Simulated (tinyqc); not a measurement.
Single-photon avalanche diode, trigger probability and counting: effect of the excess bias.

A multiplication layer of width W with the uniform field V/W; alpha = an exp(-bn/E) for electrons, beta = ap exp(-bp/E) for holes (local model, no dead space). a = alpha W, b = beta W. Electrons enter at x = 0, holes at x = W. P0 is the probability that an electron entering at 0 starts a lasting avalanche, PW the same for a hole entering at W.

Breakdown: ln(a/b) = a - b with a not equal to b. Above it PW/(1 - PW) = [P0/(1 - P0)] exp(b - a) and b ln(1 - P0) = a ln(1 - PW); the mean over pairs made evenly in the layer is Pm = ln[(1 - PW)/(1 - P0)]/(a - b). PDP = eta P0; dark counts Gd Pm; avalanche charge Cd Vx/q; afterpulse probability pa (Cd Vx/q) exp(-td/tt) Pm; true rate n = nph PDP + dark counts; measured n/(1 + n td) (non-paralysable) or n exp(-n td) (paralysable); recharge time Rq Cd.

Values chosen for this exercise; ionisation coefficients close to those of indium phosphide: electron prefactor an = 1.13e7 1/cm; electron field bn = 3.09 MV/cm; hole prefactor ap = 4.81e6 1/cm; hole field bp = 2.49 MV/cm; width of the multiplication layer W = 2 um; probability that a photon makes a pair that enters the layer eta = 0.31; thermal generation rate in the layer Gd = 4100 1/s; dead time td = 100 ns; diode capacitance Cd = 10 fF; quench resistance Rq = 200 kohm; trapping probability per avalanche carrier pa = 1.7e-7; trap release time tt = 18 ns; photon rate nph = 1.9e6 1/s.

Constants: q = 1.602176634e-19 C. Results are converted to the units shown.

Result of one run:
```
Vx/VB (%)       P0       PW       Pm      PDP  dark counts (1/s)  afterpulse (%)
3.9342     0.33274  0.54286  0.43586  0.10315             1787.0       0.0053637
```

Which excess bias Vx gave this result: 3, 4.8, 12 or 31 V?

Vx = 3 V.

The whole series:
```
Vx (V)  Vx/VB (%)        P0       PW       Pm       PDP  dark counts (1/s)  afterpulse (%)
0.76      0.99666  0.094569  0.18197  0.13427  0.029316             550.52       4.1859e-4
1.2        1.5737   0.14597  0.27111  0.20377  0.045252             835.46       0.0010030
1.9        2.4916   0.22296  0.39261  0.30330  0.069118             1243.5       0.0023638
3          3.9342   0.33274  0.54286  0.43586   0.10315             1787.0       0.0053637
4.8        6.2947   0.48562  0.71168  0.60233   0.15054             2469.5        0.011859
7.6        9.9666   0.66710  0.85892  0.77257   0.20680             3167.5        0.024085
12         15.737   0.84615  0.95510  0.91046   0.26231             3732.9        0.044816
19         24.916   0.96605  0.99375  0.98357   0.29947             4032.6        0.076657
31         40.653   0.99918  0.99990  0.99966   0.30975             4098.6         0.12712
```

VB is 76.26 V. P0 rises from 0.0946 to 0.999 and PW rises from 0.182 to 1.00; P0 goes as Vx^(0.95) at the start and Vx^(0.07) at the end. Holes trigger better in every row. The afterpulse probability keeps growing, as Vx^(1.03) at the end, because the avalanche charge grows with Vx. For Vx = 31 the excess bias passes a quarter of VB, where tunnelling adds dark counts that are left out here.

Computed by the program tinyqc: `OMP_NUM_THREADS=1 python tinyqc.py 2630142 2630143 out.jsonl`, one thread of a shared Intel Xeon 2.30GHz, about 0.01 s for the whole run.
